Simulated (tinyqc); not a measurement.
# Mobility, diffusion coefficient and lifetime from two collectors

Question. For an injected sheet in a field F the peak time tp at distance L obeys u^2 tp^2 + 2 D tp = L^2 with u^2 = v^2 + 4 D/tau, and the pulse area goes as exp(L (v - u)/(2 D)); v = mu F. Find u, D, mu and tau without using the Einstein relation.

Inputs (values chosen for the exercise):
```
symbol,value,unit,meaning
F,37,V/cm,sweep field along the drift
```

distances (um): [35, 62]
peak times (us): [0.113977810, 0.211255544]
ratio of the areas, far over near = 0.251935325

Solution. The two peak times give two linear equations for u^2 and D; the area ratio gives v - u, and u^2 - v^2 = 4 D/tau gives tau.

u = 2.77e4 cm/s
D = 10.1 cm^2/s
mu = 469 cm^2/(V s)
tau = 8.70e-8 s

Program tinyqc, `OMP_NUM_THREADS=1 python tinyqc.py 2310115 2310116 out.jsonl`; Intel Xeon 2.30GHz, shared host, one thread, about 0.01 s.
